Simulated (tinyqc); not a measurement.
## Input admittance of a MOSFET at zero drain bias: distributed channel and distributed gate: effect of the gate overdrive

Source and drain grounded, strong inversion, w = 2 pi f, Cox = eps0 eox/tox. The channel is an RC line of resistance 1/(mu Cox Vo) per square fed from both ends, so one finger has the intrinsic admittance y = i w Cox L tanh(g)/g per width, g = (1/2) sqrt(i w tau), tau = L^2/(mu Vo). The vertical resistance rv/L is in series with y, the overlaps 2 i w Cov in parallel: y_t = 1/(1/y + rv/L) + 2 i w Cov. The gate strip is a line of Rsh/L per length loaded by y_t, so a finger has Y = y_t Wf tanh(k)/k, k = (Wf/sd) sqrt(y_t Rsh/L); the device has Nf Y.

Low-frequency limits, with c = Cox L and ct = c + 2 Cov: R_strip = Rsh Wf/(3 sd^2 L Nf), R_ch = (c/ct)^2 L/(12 mu Cox Vo Wf Nf), R_vert = (c/ct)^2 rv/(L Wf Nf), C = ct Wf Nf. Z = 1/(Nf Y) = R + 1/(i w C), Q = |Im Z|/R, far-point signal |1/cosh k|.

Inputs (values chosen for the exercise); values of the order met in silicon radio-frequency transistors: relative permittivity of the gate insulator (close to silicon dioxide) eox = 3.9; insulator thickness tox = 1.5 nm; channel length L = 0.059 um; finger width Wf = 3.9 um; number of fingers Nf = 4; channel mobility mu = 110 cm^2/(V s); sheet resistance of the gate Rsh = 10 ohm/square; vertical resistivity of the gate stack rv = 11 ohm um^2; number of ends at which a finger is contacted sd = 1; overlap and fringe capacitance on each side Cov = 0.35 fF/um; frequency f = 9.6 GHz.

Constants: eps0 = 8.8541878128e-14 F/cm where lengths are in cm. Results are converted to the units shown.

Effect of the gate overdrive:

| Vo (V) | w tau | \|k\| | R (ohm) | low-frequency R (ohm) | C (fF) | Q | signal at the far point |
|---|---|---|---|---|---|---|---|
| 0.2 | 0.095440 | 0.56566 | 62.945 | 62.999 | 32.032 | 8.2226 | 0.98918 |
| 0.35 | 0.054537 | 0.56568 | 61.786 | 61.838 | 32.033 | 8.3765 | 0.98953 |
| 0.5 | 0.038176 | 0.56569 | 61.323 | 61.373 | 32.033 | 8.4397 | 0.98967 |
| 0.65 | 0.029366 | 0.56569 | 61.073 | 61.123 | 32.033 | 8.4741 | 0.98975 |
| 0.8 | 0.023860 | 0.56570 | 60.917 | 60.967 | 32.033 | 8.4958 | 0.98979 |
| 0.95 | 0.020093 | 0.56570 | 60.811 | 60.860 | 32.034 | 8.5107 | 0.98982 |
| 1.1 | 0.017353 | 0.56570 | 60.733 | 60.782 | 32.034 | 8.5215 | 0.98985 |
| 1.25 | 0.015270 | 0.56570 | 60.674 | 60.723 | 32.034 | 8.5298 | 0.98987 |

What does the comparison show?

As Vo goes from 0.2 to 1.25, R falls from 62.9 to 60.7 ohm, C stays near 32.0 fF and Q rises from 8.22 to 8.53. Only the channel term depends on Vo.

Numbers from tinyqc (`OMP_NUM_THREADS=1 python tinyqc.py 2262022 2262023 out.jsonl`; about 0.01 s on one thread of a shared Intel Xeon 2.30GHz).
